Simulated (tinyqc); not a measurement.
Sweeping the field: donor near an oxide interface in a gate field (two-state model).

Interface at z = 0 (hard wall), donor at z = d, field F pulling electrons to the interface: potential e F z; 1 kV/cm = 1e-5 eV/angstrom, c = hbar^2/2m0, q = e^2/(4 pi eps0), Q = (eps - eo)/(eps + eo). Donor state: E_D = e F d - ED - q Q/(4 eps d), the last term joining the images of ion and electron. Interface state: z exp(-b z/2) exp(-rho^2/(2 L^2)) with E_z = c b^2/(4 mz) + 3 e F/b + q Q b/(8 eps), minimised over b; in the plane at z = 3/b the ion (distance D = d - 3/b) and its image (D' = d + 3/b) give E_rho = c/(mt L^2) - (q/eps)(sqrt(pi)/L)[erfcx(D/L) + Q erfcx(D'/L)], erfcx(x) = exp(x^2) erfc(x), minimised over L. E_I = E_z + E_rho.

The two states couple by t = t0 exp(-D/aD) with t0 = q/(eps aD) (2 aD/L) sqrt(aD b/2) v, v a valley factor; this form is an estimate. With detuning u = E_D - E_I the splitting is sqrt(u^2 + 4 t^2) and the lower state has weight (1 - u/sqrt(u^2 + 4 t^2))/2 on the donor.

Constants: hbar^2/2m0 = 3.80998211 eV angstrom^2; e^2/(4 pi eps0) = 14.39964547 eV angstrom.

Parameters, chosen for this exercise (near those of a donor in Si below SiO2, static dielectric constants; shifted at random, so the results belong to these values and not to a real crystal):
```
symbol  value                                                     unit      meaning
d       160                                                       angstrom  depth of the donor
ED      31.9                                                      meV       bulk binding energy
mz      0.911                                                     m0        mass across the interface
mt      0.187                                                     m0        mass in the plane
eps     11.6                                                                dielectric constant of the semiconductor
eo      3.9                                                                 dielectric constant of the oxide
aD      19.5                                                      angstrom  donor radius
v       0.58                                                                valley factor
Fl      (28.458, 28.735, 28.846, 28.902, 28.957, 29.068, 29.346)  kV/cm     fields
```

Both levels, the splitting, the donor weight and the mean depth w d + (1 - w) 3/b.

Results:
```
F (kV/cm)  E_D (meV)  E_I (meV)  splitting (meV)  donor weight  mean depth (angstrom)
28.458        12.669     13.161            0.495         0.996                  159.5
28.735        13.112     13.297            0.195         0.973                  157.0
28.846        13.290     13.352           0.0882         0.851                  143.1
28.902        13.380     13.379           0.0628         0.498                  103.2
28.957        13.468     13.406           0.0876         0.151                   63.8
29.068        13.645     13.461            0.195         0.026                   49.7
29.346        14.090     13.597            0.497         0.004                   47.0
```

What can be read from this table?

E_D rises by 1.60 and E_I by 0.49 meV per kV/cm, so they cross once, near 28.9 kV/cm, where the splitting is 2t = 0.0628 meV. The donor weight passes from 0.85 to 0.15 while the detuning goes from -2t to 2t, a window of 0.11 kV/cm or 0.39 % of the field; across the table the charge moves by 113 angstrom.

tinyqc: `OMP_NUM_THREADS=1 python tinyqc.py 1282218 1282219 out.jsonl`; about 0.09 s, one thread, shared Intel(R) Xeon(R) Processor @ 2.30GHz.
